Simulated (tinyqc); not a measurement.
A chain with uneven site energies and dephasing by Buettiker voltage probes: one step of the calculation.

Sites 1 to 3 form a chain with hopping -t. Lead L joins site 1 and lead R site 3, both semi-infinite chains with hopping -t and site energy 0. Every site carries a probe with self-energy -i Gamma_p/2 that draws no net current. Linear response at zero temperature: mu_L = 1, mu_R = 0 in units of the bias.

Question. Probe potentials and effective transmission. No current into probe p: W mu = T_pL with W_pp = T_pL + T_pR + sum_q T_pq and W_pq = -T_pq. Then T_eff = T_RL + sum_p T_pR mu_p, and the resistance is (h/2q^2)/T_eff.

Constants: q = 1.602176634e-19 C, h = 6.62607015e-34 J s. Results are converted to the units shown.

T_RL = 0.42197195

```
probe        T_pL        T_pR
1      0.29585405  0.09289074
2      0.14793133  0.14676091
3      0.09289074  0.20022519
```

T_pq:
```
             1            2            3
1  0.000000000  0.032564845  0.020448492
2  0.032564845  0.000000000  0.032307194
3  0.020448492  0.032307194  0.000000000
```

Wanted: W; mu_p; T_eff; resistance.

Answer.

W:
```
         1        2        3
1   0.4418  -0.0326  -0.0204
2  -0.0326   0.3596  -0.0323
3  -0.0204  -0.0323   0.3459
```

mu_p, probe 1 to 3: [0.7239, 0.5092, 0.3589]
T_eff = 0.6358
resistance = 20.30 kohm

Computed by the program tinyqc: `OMP_NUM_THREADS=1 python tinyqc.py 2700101 2700102 out.jsonl`, one thread of a shared Intel Xeon 2.30GHz, about 0.01 s for the whole run.
